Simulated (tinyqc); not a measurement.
Changing the thickness d: permeation of metal atoms or ions through a thin barrier or dielectric: time lag, field-aided drift and lifetime. Computed by tinyqc, a small Python program. Command: `OMP_NUM_THREADS=1 python tinyqc.py 3015215 3015216 out.jsonl barrier sweep`. One thread of a shared host (Intel(R) Xeon(R) Processor @ 2.30GHz), about 0.02 s of CPU time with the checks.

The film 0 < x < d is empty at first; C = C0 at x = 0 and C = 0 at x = d. dC/dt = D d2C/dx2 - v dC/dx with drift v = D z e V/(k_B T d) (uniform field, no space charge).

Inputs (values chosen for the exercise, for a model case: doubly charged vacancies through an oxide):

| quantity | value | unit |
|---|---|---|
| prefactor D0 | 2.3 | cm^2/s |
| activation energy E | 1.24 | eV |
| concentration at the source side C0 | 3.4e+15 | 1/cm^3 |
| charge number z | 2 | - |
| voltage V (positive drives ions across) | 0.028 | V |
| critical dose Q_c | 5e+08 | 1/cm^2 |
| test temperature T | 150 | C |
| use temperature T_u | 70 | C |

Constants: k_B = 8.617333262e-05 eV/K.

Method:
- D = D0 exp(-E/(k_B T)); time scale d^2/D; Peclet number P = z V/(k_B T), k_B T in eV; 1 nm = 1e-7 cm.
- Temperatures in kelvin are T(C) + 273.15.
- Steady flux J = (D C0/d) P/(1 - exp(-P)); time lag in units of d^2/D: s_L = [P (1 + exp(-P))/(1 - exp(-P)) - 2]/P^2 (P = 0: J = D C0/d, s_L = 1/6).
- Dose through the film Q(s) = C0 d {f (s - s_L) - 2 exp(P/2) sum_(n=1..200) (-1)^n n^2 pi^2 exp(-l_n s)/l_n^2}, l_n = n^2 pi^2 + P^2/4, f = P/(1 - exp(-P)) the relative flux.
- Solve Q = Q_c for s. At the use temperature D and P take T_u, with the same C0 and V; 1 year = 3.15576e7 s.

One run for each value:

| thickness d (nm) | failure time at T (s) | time lag (s) | s at the critical dose | steady flux J (1/(cm^2 s)) |
|---|---|---|---|---|
| 3.2 | 10.2 | 4.1930e+00 | 0.39198 | 8.1487e+07 |
| 4.9 | 18.7 | 9.8315e+00 | 0.30569 | 5.3216e+07 |
| 7.5 | 35.2 | 2.3033e+01 | 0.24539 | 3.4768e+07 |
| 11.0 | 63.5 | 4.9546e+01 | 0.20567 | 2.3705e+07 |
| 18.0 | 138.9 | 1.3267e+02 | 0.16798 | 1.4487e+07 |
| 27.0 | 269.2 | 2.9851e+02 | 0.14472 | 9.6578e+06 |
| 41.0 | 540.0 | 6.8833e+02 | 0.12588 | 6.3600e+06 |
| 63.0 | 1118.6 | 1.6252e+03 | 0.11045 | 4.1390e+06 |
| 96.0 | 2309.5 | 3.7737e+03 | 0.09820 | 2.7162e+06 |

Describe and explain the trends.

Over the rows, failure time at T (s) rises from 10.2 to 2310 (exponent d ln y / d ln x 1.4 between the first rows and 1.7 between the last); time lag (s) rises from 4.19 to 3770 (exponent d ln y / d ln x about 2.0 throughout); s at the critical dose falls from 0.392 to 0.0982 (exponent d ln y / d ln x -0.58 between the first rows and -0.28 between the last). The exponent of time lag stays at 2: the lag scales as d^2/D, with P independent of d.

Caution (all rows): grain boundaries, pinholes, trapping and space charge are left out; thin real barriers usually fail at defects. Caution (rows 27.0, 41.0, 63.0, 96.0): the space-charge potential z e C0 d^2/(2 eps) (for eps_r near 4) exceeds 10 mV, so the field is not uniform.
